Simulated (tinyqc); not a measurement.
# Threshold-voltage variability of a planar MOSFET, analytic estimates: two studies

Three independent sources add in quadrature: random dopants in the depleted layer, metal-gate grains of two orientations, and roughness of the two gate edges acting through the roll-off VT = VT(long) - Vr exp(-L/l). These are first-order estimates: no three-dimensional electrostatics, no percolation.

Values chosen for this exercise; material values close to those of silicon:

| symbol | value | unit | meaning |
|---|---|---|---|
| T | 400 | K | temperature |
| Eg | 1.12 | eV | band gap |
| eps_r | 11.7 |  | relative permittivity of the semiconductor |
| Nc | 4.3e19 | cm^-3 | conduction-band density of states at T |
| Nv | 4.13e19 | cm^-3 | valence-band density of states at T |
| Na | 3.4e18 | cm^-3 | channel doping |
| ti | 1.4 | nm | oxide-equivalent thickness in inversion |
| L | 32 | nm | gate length |
| G | 15 | nm | metal grain size |
| dW | 0.3 | eV | work-function difference of the two grain orientations |
| p | 0.6 |  | share of the orientation of higher work function |
| De | 1.5 | nm | rms roughness of one gate edge |
| La | 20 | nm | correlation length of the roughness |
| l | 6.2 | nm | decay length of the threshold roll-off |
| Vr | 1.5 | V | prefactor of the roll-off |

Constants: q = 1.602176634e-19 C, kB = 1.380649e-23 J/K, Vt = kB T/q, eps0 = 8.8541878128e-14 F/cm where lengths are in cm. Results are converted to the units shown.

Each table varies one quantity; the others keep the values above.

## Effect of the gate width

ni = sqrt(Nc Nv) exp(-Eg/(2 Vt)), Eg in volts; Cox = 3.9 eps0/ti; Wd = sqrt(4 eps0 eps_r Vt ln(Na/ni)/(q Na)); dopants: s1 = (q/Cox) sqrt(Na Wd/(3 L W)). Grains: Ng = L W/G^2 (at least 1), s2 = dW sqrt(p (1 - p)/Ng). Edges, with exponential correlation and u = W/La: the mean gate length has sL^2 = 2 De^2 (2/u)[1 - (1 - exp(-u))/u]; s3 = sL (Vr/l) exp(-L/l). s = sqrt(s1^2 + s2^2 + s3^2). l and Vr are held fixed.

Result of one run:

| W (nm) | s1 (mV) | s2 (mV) | s3 (mV) | s (mV) | s sqrt(L W) (mV um) |
|---|---|---|---|---|---|
| 190 | 12.22 | 28.27 | 1.277 | 30.83 | 2.404 |

What becomes of these results when the gate width W is changed from 190 to 110 nm, all else the same?

Result of the changed run:

| W (nm) | s1 (mV) | s2 (mV) | s3 (mV) | s (mV) | s sqrt(L W) (mV um) |
|---|---|---|---|---|---|
| 110 | 16.05 | 37.16 | 1.606 | 40.51 | 2.403 |

The whole series:

| W (nm) | s1 (mV) | s2 (mV) | s3 (mV) | s (mV) | s sqrt(L W) (mV um) |
|---|---|---|---|---|---|
| 43 | 25.68 | 59.43 | 2.179 | 64.78 | 2.403 |
| 70 | 20.13 | 46.58 | 1.892 | 50.78 | 2.403 |
| 110 | 16.05 | 37.16 | 1.606 | 40.51 | 2.403 |
| 190 | 12.22 | 28.27 | 1.277 | 30.83 | 2.404 |
| 300 | 9.722 | 22.50 | 1.038 | 24.53 | 2.404 |
| 490 | 7.607 | 17.61 | 0.8235 | 19.20 | 2.404 |
| 800 | 5.953 | 13.78 | 0.6498 | 15.02 | 2.404 |
| 1300 | 4.670 | 10.81 | 0.5122 | 11.79 | 2.404 |

As W goes from 43 to 1300 nm, s falls from 64.8 to 11.8 mV. The grains are the largest source in the first and the last row. The product s sqrt(L W) stays near 2.40 mV um: s1 and s2 count independent dopants and grains, so they go as 1/sqrt(L W), and s3 is too small to matter.

## Scaling length and width together

Same model as above.

l and Vr are held fixed. W = 4.0625 L in every row; l is held fixed.

Results:

| L (nm) | s1 (mV) | s2 (mV) | s3 (mV) | s (mV) | s sqrt(L W) (mV um) |
|---|---|---|---|---|---|
| 21 | 22.50 | 52.08 | 10.42 | 57.69 | 2.442 |
| 25 | 18.90 | 43.75 | 5.123 | 47.93 | 2.415 |
| 31 | 15.24 | 35.28 | 1.788 | 38.48 | 2.404 |
| 47 | 10.05 | 23.27 | 0.1134 | 25.35 | 2.402 |
| 57 | 8.291 | 19.19 | 0.02073 | 20.90 | 2.402 |
| 70 | 6.751 | 15.63 | 0.002319 | 17.02 | 2.402 |

Estimate the missing row, L = 38 nm.

Computed row:

| L (nm) | s1 (mV) | s2 (mV) | s3 (mV) | s (mV) | s sqrt(L W) (mV um) |
|---|---|---|---|---|---|
| 38 | 12.44 | 28.78 | 0.5310 | 31.36 | 2.402 |

With this row back in the table: As L goes from 21 to 70 nm, s falls from 57.7 to 17.0 mV. The grains are the largest source in the first and the last row. The product s sqrt(L W) falls from 2.44 to 2.40 mV um: s1 and s2 go as 1/sqrt(L W), so the change comes from s3 alone.

Program tinyqc, `OMP_NUM_THREADS=1 python tinyqc.py 2090161 2090162 out.jsonl`; Intel Xeon 2.30GHz, shared host, one thread, about 0.01 s.
